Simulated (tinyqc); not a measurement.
# Film and buried-oxide thickness from two coupling ratios

Inverse problem. In a depleted film -dVT/dVb is k1 = Cs Cbox/(Cox (Cs + Cbox)) for a front channel and k2 = Cbox (Cox + Cs)/(Cox Cs) for a back channel, with Cox = eps0 eox/tox, Cs = eps0 eps_r/ts, Cbox = 3.9 eps0/tb. Find ts and tb.

Values chosen for this exercise; band and dielectric values close to those of germanium: relative permittivity eps_r = 16.3; relative permittivity of the gate insulator (close to silicon dioxide) eox = 3.9; insulator thickness tox = 1.3 nm.

coupling ratios for a front and a back channel: [0.015747037, 0.035249564]

Solution. With y = Cox/Cs and z = Cox/Cbox, 1/k1 = y + z and k2 = (1 + y)/z, so y = (k2/k1 - 1)/(1 + k2); the thicknesses follow from y and z.

ts = 6.50 nm
tb = 81.0 nm

Program tinyqc, `OMP_NUM_THREADS=1 python tinyqc.py 2190016 2190017 out.jsonl`; Intel Xeon 2.30GHz, shared host, one thread, about 0.4 s.
